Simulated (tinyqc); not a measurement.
Dopants and charged point defects at anneal temperature: Fermi-level effect, clustering and pairing: one step, computed by the program tinyqc.

Boltzmann statistics and full ionisation of active dopants. Energies are counted from the valence band; the defect (a vacancy or self-interstitial) has five charge states, with all degeneracy factors one.

Question. Active and clustered dopant. n = A/2 + sqrt(A^2/4 + n_i^2) for an active density A. k ionised dopants and k carriers form one neutral cluster: C = N_s (A/N_s)^k (n/N_b)^k exp(E_b/k_B T), N_b the effective density of states of the majority band, and N = A + k C (60 bisections in ln A between ln N - 90 and ln N).

Inputs (values chosen for the exercise, with bands modelled on 4H-SiC):
```
quantity,value,unit
anneal temperature T,1340,K
total dopant density N,1.8e+18,cm^-3
site density N_s,4.5e+22,cm^-3
dopant atoms per cluster k,4,-
cluster binding energy E_b,2.54,eV
```

Dopant: donor. Second part: clustering of the dopant.

E_g = 2.953687 eV

k_B T = 0.1154723 eV

n_i = 9.208492e+14 cm^-3

E_i = 1.557722 eV

effective density of states N_b of the majority band = 1.638515e+20 cm^-3

Give: active density A; clusters C; active share.

Answer.

active density A = 1.80e+18 cm^-3

clusters C = 5.995e+06 cm^-3

active share = 1.0000

Nearly all the dopant is active.
